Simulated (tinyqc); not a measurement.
Elastic strain and critical thickness of a cubic alloy layer A(1-x)B(x) on a thick substrate: one step, computed by the program tinyqc. Command: `OMP_NUM_THREADS=1 python tinyqc.py 3011949 3011950 out.jsonl misfit walk`. One thread of a shared host (Intel(R) Xeon(R) Processor @ 2.30GHz), about 0.01 s of CPU time with the checks.

Strain is positive in tension. The layer is coherent with the substrate unless said otherwise.

Problem. Symmetric X-ray reflection. Reflection 004: d = a_perp/sqrt(16), with a_perp = a (1 + e_perp) for the coherent layer, a for the relaxed layer and a_S for the substrate; sin(theta) = lambda/(2 d).

Inputs (values chosen for the exercise, modelled on Ga(1-x)In(x)As on InP): substrate lattice constant a_S = 5.869 angstrom; X-ray wavelength = 1.540593 angstrom.

Growth plane: (001).

free lattice constant a = 5.90005 angstrom

normal strain e_perp = 0.005302770

Give: Bragg angles; peak separation of the coherent layer.

Solution.

Bragg angles:
```
crystal         a_perp (angstrom)  theta (degrees)  from substrate (arcsec)
substrate                   5.869            31.67                        0
coherent layer              5.931            31.30                    -1335
relaxed layer               5.900            31.48                     -669
```

peak separation of the coherent layer = -1335 arcsec
